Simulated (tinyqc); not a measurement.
Standing waves and exposure in a photoresist film, step by step. Values are carried at full precision from step to step, so a last printed digit may differ when a step is redone from the rounded ones.

Normal incidence from air. Unexposed resist: N1 = n1 + i k1 with k1 = (A + B) lam/(4 pi), lam in micrometres. r01 = (1 - N1)/(1 + N1), t01 = 2/(1 + N1). Below the resist lie the layer Na = na + i ka and the substrate Ns = ns + i ks: r12 = (r1a + ras x)/(1 + r1a ras x), x = exp(4 pi i Na da/lam), r1a = (N1 - Na)/(N1 + Na), ras = (Na - Ns)/(Na + Ns). With p = exp(2 pi i N1 d/lam), the field at depth z is E(z) = t01 [exp(2 pi i N1 z/lam) + r12 p^2 exp(-2 pi i N1 z/lam)]/(1 + r01 r12 p^2), the relative intensity I(z) = n1 |E(z)|^2 and the reflectance R = |(r01 + r12 p^2)/(1 + r01 r12 p^2)|^2.

Inputs chosen for the exercise (a resist on polySi, indices near tabulated ones; shifted at random, so the results belong to these values and not to a real crystal): lam = 248 nm (vacuum wavelength); n1 = 1.791 (resist index); A = 0.02 1/micrometre (bleachable absorption (Dill A)); B = 0.64 1/micrometre (fixed absorption (Dill B)); d = 269 nm (resist thickness); ns = 1.696 (substrate n); ks = 2.799 (substrate k); na = 1.779 (n of the bottom antireflection layer); ka = 0.457 (its k); da = 39 nm (its thickness); C = 0.013 cm^2/mJ (exposure rate (Dill C)); D = 40 mJ/cm^2 (incident dose); Ld = 10 nm (diffusion length of the post-exposure bake).

## Interface coefficients

Form N1, r01, t01 and r12.

N1 = 1.79100+0.01303i
r01 = -0.2834-0.0033i
t01 = 0.7166-0.0033i
r12 = 0.0525+0.0643i
|r12|^2 = 0.0069

Next to the bottom the intensity swings by a factor ((1 + |r12|)/(1 - |r12|))^2 = 1.39 between antinode and node; without the layer |r12|^2 would be 0.3872.

## Round trip and reflectance

Form p^2, the denominator and R; the period of the standing wave is lam/(2 n1).

p^2 = 0.6292-0.5525i
1 + r01 r12 p^2 = 0.9806-0.0035i
R = 0.0481
period = 69.24 nm

The film holds 3.89 periods.

## Intensity and exposure over the lowest period

Nine depths from d - period to d. Without bleaching during the exposure the share of unexposed compound is m = exp(-C D I).

Profile:
```
z (nm),I,m
199.8,0.928,0.617
208.4,0.971,0.604
217.1,0.937,0.614
225.7,0.843,0.645
234.4,0.741,0.680
243.0,0.688,0.699
251.7,0.713,0.690
260.3,0.798,0.661
269.0,0.890,0.629
```

I runs from 0.688 to 0.971 on these points, so m runs from 0.604 to 0.699; the least exposed point listed lies 26.0 nm above the bottom.

## Smoothing by the bake

Gaussian diffusion of length Ld multiplies a cosine of period L by exp(-2 pi^2 Ld^2/L^2). Give that factor, and the Ld that leaves 10 %.

factor = 0.662
Ld for 10 % = 23.65 nm

## Checks

- R against the transfer-matrix product: both 0.048082.

Run: tinyqc, `OMP_NUM_THREADS=1 python tinyqc.py 1681252 1681253 out.jsonl`; Intel(R) Xeon(R) Processor @ 2.30GHz, one thread, shared host; about 0.01 s of CPU time with all checks.
